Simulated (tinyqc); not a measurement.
FCI on RHF in the sto-3g basis, for B+, spin multiplicity 1, step by step. Computed by tinyqc, a small Python program that keeps every step (integrals from PySCF). Settings: charge = 1, multiplicity = 1, basis = sto-3g, method = RHF, energy threshold = 1e-10, iteration cap = 51, orthogonalisation = canonical, start = atomic densities, DIIS depth = 6, ci = FCI, davidson = 1. Command: `OMP_NUM_THREADS=1 python tinyqc.py 23535 23536 out.jsonl` (the two numbers bound the seeds that draw the settings). One thread of a shared host (Intel(R) Xeon(R) Processor @ 2.60GHz), about 0.08 s of CPU time with the checks. The early iterations of the SCF are left out here.

## One-electron integrals

Geometry (angstrom):
```
atom         x         y         z
B     0.000000  0.000000  0.000000
```

Basis sto-3g: exponents (1/bohr^2) and contraction coefficients of normalised primitives:
```
element  l (shell)   exponent  coefficient
B            s (1)  48.791113     0.154329
B            s (1)   8.887362     0.535328
B            s (1)   2.405267     0.444635
B            s (2)   2.236956    -0.099967
B            s (2)   0.519821     0.399513
B            s (2)   0.169062     0.700115
B            p (3)   2.236956     0.155916
B            p (3)   0.519821     0.607684
B            p (3)   0.169062     0.391957
```

Overlap, kinetic and nuclear-attraction integrals over the contracted functions; the nuclear repulsion is the sum of Za Zb / Rab.

nuclear repulsion = 0 hartree

overlap S:
```
           1B 1s     1B 2s    1B 2px    1B 2py    1B 2pz
1B 1s   1.000000  0.269328  0.000000  0.000000  0.000000
1B 2s   0.269328  1.000000  0.000000  0.000000  0.000000
1B 2px  0.000000  0.000000  1.000000  0.000000  0.000000
1B 2py  0.000000  0.000000  0.000000  1.000000  0.000000
1B 2pz  0.000000  0.000000  0.000000  0.000000  1.000000
```

kinetic energy T (hartree):
```
            1B 1s      1B 2s    1B 2px    1B 2py    1B 2pz
1B 1s   10.826302  -0.047967  0.000000  0.000000  0.000000
1B 2s   -0.047967   0.359168  0.000000  0.000000  0.000000
1B 2px   0.000000   0.000000  1.123881  0.000000  0.000000
1B 2py   0.000000   0.000000  0.000000  1.123881  0.000000
1B 2pz   0.000000   0.000000  0.000000  0.000000  1.123881
```

nuclear attraction V (hartree):
```
             1B 1s      1B 2s     1B 2px     1B 2py     1B 2pz
1B 1s   -23.147388  -3.139362   0.000000   0.000000   0.000000
1B 2s    -3.139362  -3.771633   0.000000   0.000000   0.000000
1B 2px    0.000000   0.000000  -3.741440   0.000000   0.000000
1B 2py    0.000000   0.000000   0.000000  -3.741440   0.000000
1B 2pz    0.000000   0.000000   0.000000   0.000000  -3.741440
```

core Hamiltonian H = T + V (hartree):
```
             1B 1s      1B 2s     1B 2px     1B 2py     1B 2pz
1B 1s   -12.321086  -3.187330   0.000000   0.000000   0.000000
1B 2s    -3.187330  -3.412465   0.000000   0.000000   0.000000
1B 2px    0.000000   0.000000  -2.617559   0.000000   0.000000
1B 2py    0.000000   0.000000   0.000000  -2.617559   0.000000
1B 2pz    0.000000   0.000000   0.000000   0.000000  -2.617559
```

## Two-electron integrals

Functions are numbered as in S; the eight-fold symmetry (ij|kl) = (ji|kl) = (kl|ij) leaves the list below.

Two-electron integrals (ij|kl) in chemists' order, unique and non-zero (hartree):
```
(11|11) 2.923513   (21|11) 0.518376   (21|21) 0.109262   (22|11) 0.744229
(22|21) 0.193177   (22|22) 0.544804   (31|31) 0.020264   (32|31) 0.029996
(32|32) 0.120346   (33|11) 0.742491   (33|21) 0.193240   (33|22) 0.544682
(33|33) 0.586773   (41|41) 0.020264   (42|41) 0.029996   (42|42) 0.120346
(43|43) 0.031630   (44|11) 0.742491   (44|21) 0.193240   (44|22) 0.544682
(44|33) 0.523513   (44|44) 0.586773   (51|51) 0.020264   (52|51) 0.029996
(52|52) 0.120346   (53|53) 0.031630   (54|54) 0.031630   (55|11) 0.742491
(55|21) 0.193240   (55|22) 0.544682   (55|33) 0.523513   (55|44) 0.523513
(55|55) 0.586773
```

## Orthogonalisation

S = U s U^T; canonical form X = U s^(-1/2), so that X^T S X = 1. Each column of U has its largest component positive (the first on a tie).

eigenvalues of S: 0.730672  1.000000  1.000000  1.000000  1.269328

X:
```
                1         2         3         4         5
1B 1s    0.827225  0.000000  0.000000  0.000000  0.627622
1B 2s   -0.827225  0.000000  0.000000  0.000000  0.627622
1B 2px   0.000000  1.000000  0.000000  0.000000  0.000000
1B 2py   0.000000  0.000000  1.000000  0.000000  0.000000
1B 2pz   0.000000  0.000000  0.000000  1.000000  0.000000
```

Within a degenerate level the vectors are fixed only up to a rotation; this is one choice.

## Iteration 3 (converged): orbitals

converged F (hartree):
```
            1B 1s      1B 2s     1B 2px     1B 2py     1B 2pz
1B 1s   -7.982923  -2.299193   0.000000   0.000000   0.000000
1B 2s   -2.299193  -1.450181   0.000000   0.000000   0.000000
1B 2px   0.000000   0.000000  -0.200518   0.000000   0.000000
1B 2py   0.000000   0.000000   0.000000  -0.200518   0.000000
1B 2pz   0.000000   0.000000   0.000000   0.000000  -0.200518
```

Diagonalise F' = X^T F X, C = X C', fill 2 alpha and 2 beta electrons from the bottom; D = 2 C_occ C_occ^T. Each column has its largest component positive (the first on a tie).

F' = X^T F X (hartree):
```
           1          2          3          4          5
1  -3.308405   0.000000   0.000000   0.000000  -3.391699
2   0.000000  -0.200518   0.000000   0.000000   0.000000
3   0.000000   0.000000  -0.200518   0.000000   0.000000
4   0.000000   0.000000   0.000000  -0.200518   0.000000
5  -3.391699   0.000000   0.000000   0.000000  -5.527134
```

orbital energies (hartree): MO1 -7.986287, MO2 -0.849252, MO3 -0.200518, MO4 -0.200518, MO5 -0.200518

coefficients C:
```
             MO1        MO2       MO3       MO4       MO5
1B 1s   0.993693  -0.301304  0.000000  0.000000  0.000000
1B 2s   0.022541   1.038125  0.000000  0.000000  0.000000
1B 2px  0.000000   0.000000  1.000000  0.000000  0.000000
1B 2py  0.000000   0.000000  0.000000  0.000000  1.000000
1B 2pz  0.000000   0.000000  0.000000  1.000000  0.000000
```

D after iteration 3:
```
            1B 1s      1B 2s    1B 2px    1B 2py    1B 2pz
1B 1s    2.156421  -0.580784  0.000000  0.000000  0.000000
1B 2s   -0.580784   2.156421  0.000000  0.000000  0.000000
1B 2px   0.000000   0.000000  0.000000  0.000000  0.000000
1B 2py   0.000000   0.000000  0.000000  0.000000  0.000000
1B 2pz   0.000000   0.000000  0.000000  0.000000  0.000000
```

Within a degenerate level the vectors are fixed only up to a rotation; this is one choice.

## Convergence

Stop when the energy changes by less than 1e-10 hartree and every element of the error matrix X^T (F D S - S D F) X is below 3e-06.

Course of the cycle:
```
iteration   E (hartree)     change  largest element of the error matrix
1          -20.77044669          -                             1.37e-02
2          -23.94847037  -3.18e+00                             2.77e-15
3          -23.94847037   1.07e-14                             3.04e-16
```

PySCF RHF in the same basis = -23.94847037 hartree

Converged in 3 iterations.

## Integrals over molecular orbitals

(pq|rs) = sum C_ip C_jq C_kr C_ls (ij|kl), one index at a time.

one-electron integrals over orbitals h = C^T H C (hartree):
```
            1          2          3          4          5
1  -12.310688   0.342793   0.000000   0.000000   0.000000
2    0.342793  -2.802244   0.000000   0.000000   0.000000
3    0.000000   0.000000  -2.617559   0.000000   0.000000
4    0.000000   0.000000   0.000000  -2.617559   0.000000
5    0.000000   0.000000   0.000000   0.000000  -2.617559
```

Two-electron integrals over orbitals (pq|rs), unique and non-zero (hartree):
```
(11|11) 2.897294    (21|11) -0.324303   (21|21) 0.057850    (22|11) 0.742479
(22|21) -0.018490   (22|22) 0.525885    (31|31) 0.021414    (32|31) 0.027489
(32|32) 0.112771    (33|11) 0.742089    (33|21) -0.011529   (33|22) 0.533524
(33|33) 0.586773    (41|41) 0.021414    (42|41) 0.027489    (42|42) 0.112771
(43|43) 0.031630    (44|11) 0.742089    (44|21) -0.011529   (44|22) 0.533524
(44|33) 0.523513    (44|44) 0.586773    (51|51) 0.021414    (52|51) 0.027489
(52|52) 0.112771    (53|53) 0.031630    (54|54) 0.031630    (55|11) 0.742089
(55|21) -0.011529   (55|22) 0.533524    (55|33) 0.523513    (55|44) 0.523513
(55|55) 0.586773
```

## FCI: determinants and Hamiltonian

Hartree-Fock energy = -23.94847037 hartree

Slater-Condon rules over spin orbitals, with the nuclear repulsion added and E(HF) subtracted on the diagonal. Only determinants linked to the reference directly or through others are kept (one block of an abelian symmetry group), so some states are absent.

Occupation strings over the orbitals (2 doubly, a alpha, b beta, 0 empty; spin orbitals ordered 1a 1b 2a 2b ...): 22000 20200 ab200 20020 ab020 20002 ab002 ba200 02200 ba020 02020 ba002 02002 00220 00202 00022

H - E(HF) between determinants (hartree):
```
           22000      20200      ab200      20020      ab020      20002      ab002      ba200
22000   0.000000   0.112771  -0.027489   0.112771  -0.027489   0.112771  -0.027489   0.027489
20200   0.112771   0.501572  -0.032057   0.031630   0.000000   0.031630   0.000000   0.032057
ab200  -0.027489  -0.032057   7.346713   0.000000   0.031630   0.000000   0.031630  -0.057850
20020   0.112771   0.031630   0.000000   0.501572  -0.032057   0.031630   0.000000   0.000000
ab020  -0.027489   0.000000   0.031630  -0.032057   7.346713   0.000000   0.031630   0.000000
20002   0.112771   0.031630   0.000000   0.031630   0.000000   0.501572  -0.032057   0.000000
ab002  -0.027489   0.000000   0.031630   0.000000   0.031630  -0.032057   7.346713   0.000000
ba200   0.027489   0.032057  -0.057850   0.000000   0.000000   0.000000   0.000000   7.346713
02200   0.021414   0.057850   0.273756   0.000000   0.000000   0.000000   0.000000  -0.273756
ba020   0.027489   0.000000   0.000000   0.032057  -0.057850   0.000000   0.000000   0.031630
02020   0.021414   0.000000   0.000000   0.057850   0.273756   0.000000   0.000000   0.000000
ba002   0.027489   0.000000   0.000000   0.000000   0.000000   0.032057  -0.057850   0.031630
02002   0.021414   0.000000   0.000000   0.000000   0.000000   0.057850   0.273756   0.000000
00220   0.000000   0.021414   0.027489   0.021414   0.027489   0.000000   0.000000  -0.027489
00202   0.000000   0.021414   0.027489   0.000000   0.000000   0.021414   0.027489  -0.027489
00022   0.000000   0.000000   0.000000   0.021414   0.027489   0.021414   0.027489   0.000000

           02200      ba020      02020      ba002      02002      00220      00202      00022
22000   0.021414   0.027489   0.021414   0.027489   0.021414   0.000000   0.000000   0.000000
20200   0.057850   0.000000   0.000000   0.000000   0.000000   0.021414   0.021414   0.000000
ab200   0.273756   0.000000   0.000000   0.000000   0.000000   0.027489   0.027489   0.000000
20020   0.000000   0.032057   0.057850   0.000000   0.000000   0.021414   0.000000   0.021414
ab020   0.000000  -0.057850   0.273756   0.000000   0.000000   0.027489   0.000000   0.027489
20002   0.000000   0.000000   0.000000   0.032057   0.057850   0.000000   0.021414   0.021414
ab002   0.000000   0.000000   0.000000  -0.057850   0.273756   0.000000   0.027489   0.027489
ba200  -0.273756   0.031630   0.000000   0.031630   0.000000  -0.027489  -0.027489   0.000000
02200  16.130074   0.000000   0.031630   0.000000   0.031630   0.112771   0.112771   0.000000
ba020   0.000000   7.346713  -0.273756   0.031630   0.000000  -0.027489   0.000000  -0.027489
02020   0.031630  -0.273756  16.130074   0.000000   0.031630   0.112771   0.000000   0.112771
ba002   0.000000   0.031630   0.000000   7.346713  -0.273756   0.000000  -0.027489  -0.027489
02002   0.031630   0.000000   0.031630  -0.273756  16.130074   0.000000   0.112771   0.112771
00220   0.112771  -0.027489   0.112771   0.000000   0.000000  16.682575   0.031630   0.031630
00202   0.112771   0.000000   0.000000  -0.027489   0.112771   0.031630  16.682575   0.031630
00022   0.000000  -0.027489   0.112771  -0.027489   0.112771   0.031630   0.031630  16.682575
```

## FCI: roots

Diagonalise (each vector has its largest component positive (the first on a tie)); all determinants have Ms = 0, so triplets appear too. The lowest singlet root is the correlation energy.

lowest roots of this matrix, relative to E(HF) (hartree): -0.061344  0.469383  0.469383  0.624795  7.257233  7.257233  7.352122  7.356000

lowest vectors:
```
          root 1     root 2     root 3     root 4
22000   0.954770   0.000000   0.000000   0.297188
20200  -0.171626   0.816059  -0.025948   0.551230
ab200   0.002779   0.003919  -0.000125   0.003891
20020  -0.171626  -0.430501  -0.693754   0.551230
ab020   0.002779  -0.002067  -0.003331   0.003891
20002  -0.171626  -0.385558   0.719701   0.551230
ab002   0.002779  -0.001851   0.003456   0.003891
ba200  -0.002779  -0.003919   0.000125  -0.003891
02200  -0.000747  -0.003150   0.000100  -0.002573
ba020  -0.002779   0.002067   0.003331  -0.003891
02020  -0.000747   0.001662   0.002678  -0.002573
ba002  -0.002779   0.001851  -0.003456  -0.003891
02002  -0.000747   0.001488  -0.002778  -0.002573
00220   0.000429  -0.000506   0.000945  -0.001455
00202   0.000429  -0.000565  -0.000911  -0.001455
00022   0.000429   0.001071  -0.000034  -0.001455
```

<S^2> of these roots: 0.000000  0.000000  0.000000  0.000000  2.000000  2.000000  2.000000  0.000000

weight of the ground state by excitation level 0, 1, 2, ...: 0.911585  0.000000  0.088414  0.000000  0.000001

Within a degenerate level the vectors are fixed only up to a rotation; this is one choice.

## The lowest root by the Davidson method

Start from the reference; add the residual divided by (theta - H_ii), orthogonalised, at each step.

Davidson iterations:
```
iteration  subspace  lowest Ritz value (hartree)  residual norm
1                 1                            0       2.10e-01
2                 2                  -0.06133124       1.47e-02
3                 3                  -0.06134429       2.58e-04
4                 4                  -0.06134430       9.25e-06
5                 5                  -0.06134430       2.24e-16
```
